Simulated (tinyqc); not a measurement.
# Changing the confinement constant beta

Model: Raman line shape of confined optical phonons and breathing modes of small crystals. Computed by tinyqc, a small Python program. Command: `OMP_NUM_THREADS=1 python tinyqc.py 3014434 3014435 out.jsonl confine sweep`. One thread of a shared host (Intel(R) Xeon(R) Processor @ 2.30GHz), about 0.04 s of CPU time with the checks.

Confinement in 3 direction(s) lets phonons with q away from zero scatter light. q is in units of 2 pi/a, from 0 to 1, and the branch is isotropic: omega(q)^2 = (omega_0^2 + omega_X^2)/2 + ((omega_0^2 - omega_X^2)/2) cos(pi q). The model and its constant beta are phenomenological; beta = 8 is the common choice.

Inputs (values chosen for the exercise, modelled on silicon):
```
quantity                                value      unit
bulk frequency omega_0                  520.7      1/cm
frequency at the zone boundary omega_X    422      1/cm
natural width Gamma_0                     2.8      1/cm
lattice constant a                      5.431  angstrom
size L                                    6.4        nm
```

Shape: sphere.

Method:
- Weight W(q) = q^2 exp(-(2 L q/a)^2/(2 beta)) dq, that is exp(-k^2 L^2/(2 beta pi^2)) for k = 2 pi q/a.
- Width q_c = a sqrt(2 beta)/(2 L), where the exponential falls to 1/e; curvature of the branch: omega(q) = omega_0 - c q^2, c = pi^2 (omega_0^2 - omega_X^2)/(8 omega_0); for small q_c the mean of q^2 is (number of confined directions) q_c^2/2, and the mean shift is -c times that.
- I(omega) = int W(q) / [(omega - omega(q))^2 + (Gamma_0/2)^2] dq / int W dq x (Gamma_0/2)^2, by 400 Gauss-Legendre points on 0 < q < min(1, 2.5 a sqrt(2 beta)/L).
- The peak is the maximum of I; the width is taken between the half-maximum points, and the asymmetry is the low-side half-width over the high-side one.

One run for each value:
```
confinement constant beta  peak shift (1/cm)  full width (1/cm)  asymmetry  q_c (2 pi/a)
1.0                                 -0.89414             3.7741     1.2529       0.06000
1.5                                 -1.21060             4.4341     1.4065       0.07349
2.0                                 -1.49480             5.1083     1.5403       0.08486
3.0                                 -2.01200             6.4728     1.7560       0.10393
4.0                                 -2.49300             7.8475     1.9190       0.12001
6.0                                 -3.40700            10.6130     2.1426       0.14698
8.0                                 -4.29440            13.3940     2.2828       0.16972
12.0                                -6.05510            18.9920     2.4342       0.20786
```

Over the rows, peak shift (1/cm) falls from -0.894 to -6.06 (exponent d ln y / d ln x 0.75 between the first rows and 0.85 between the last); full width (1/cm) rises from 3.77 to 19.0 (exponent d ln y / d ln x 0.40 between the first rows and 0.86 between the last); asymmetry rises from 1.25 to 2.43 (exponent d ln y / d ln x 0.29 between the first rows and 0.16 between the last). Only L^2/beta enters, so a size read from a line shape is uncertain by the square root of the uncertainty in beta.

Extremes, crossings and ranges named in words are read from the listed rows.
